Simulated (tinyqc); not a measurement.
# Well width for a wanted wavelength

Problem. The layer is x parts of the first compound and 1 - x of the second, grown coherently on the second as substrate and barrier. Rows of the table: lattice constant a, average valence level Ea on an absolute scale, spin-orbit splitting so, gaps at Gamma, X and L, hydrostatic deformation potentials av and ac (Gamma), shear potential b, elastic constants, electron and heavy-hole (along z) masses. All are interpolated linearly in x; gaps get -C x (1 - x), taken wholly in the conduction band; real line-ups can differ from this model by 0.1 eV or more. In-plane strain e = (a_substrate - a)/a, e_z = -2 (c12/c11) e, volume change 2 e + e_z. With v = 2 e + e_z and d = 2 b (e_z - e): Eav = Ea + av v; E_hh = Eav + so/3 - d/2; E_lh = Eav - so/6 + d/4 + sqrt(so^2 + so d + 9 d^2/4)/2; E_c = Ea + so/3 + EG + ac v (Gamma). Substrate: E_v = Ea + so/3, E_c = E_v + EG. Well depths: dEc = E_c(substrate) - E_c, dEhh = E_hh - E_v(substrate), dElh likewise; strained Gamma gap E_c - max(E_hh, E_lh); positive values confine carriers in the layer. Lowest level of a finite well of width Lw and depth V: kw Lw/2 = arctan(sqrt((mw/mb)(V - E)/E)), kw = sqrt(mw E/C), C = hbar^2/(2 m0), for electrons (dEc) and heavy holes (dEhh), mb from the substrate; transition E_c - E_hh + both levels, without exciton binding; wavelength h c/E. Find Lw and the two levels.

Inputs (values chosen for the exercise): fraction of the first compound in the layer x = 0.18; bowing of the Gamma gap CG = 0.477 eV; bowing of the X gap CX = 1.4 eV; bowing of the L gap CL = 0.33 eV.

Constants: q = 1.602176634e-19 C, hbar = 1.054571817e-34 J s, h = 6.62607015e-34 J s, m0 = 9.1093837015e-31 kg, c = 299792458 m/s, hbar^2/(2 m0) = 0.0380998212 eV nm^2. Results are converted to the units shown.

Binary compounds, values chosen for the exercise:
```
	close to InAs	close to GaAs
a (angstrom)	6.058	5.653
Ea (eV)	-6.67	-6.92
so (eV)	0.385	0.344
EG (eV)	0.353	1.43
EX (eV)	1.37	1.88
EL (eV)	1.06	1.72
av (eV)	1	1.15
ac (eV)	-5.12	-7.11
b (eV)	-1.83	-1.71
c11 (GPa)	83.4	120
c12 (GPa)	46	53.2
me (m0)	0.0227	0.0661
mh (m0)	0.331	0.355
```

wavelength = 970.61716 nm

Answer. Both levels fall steadily as the well widens, so the wavelength rises steadily and one width matches.

Lw = 8.300 nm
electron level = 35.90 meV
heavy-hole level = 9.214 meV

Numbers from tinyqc (`OMP_NUM_THREADS=1 python tinyqc.py 2690063 2690064 out.jsonl`; about 0.01 s on one thread of a shared Intel Xeon 2.30GHz).
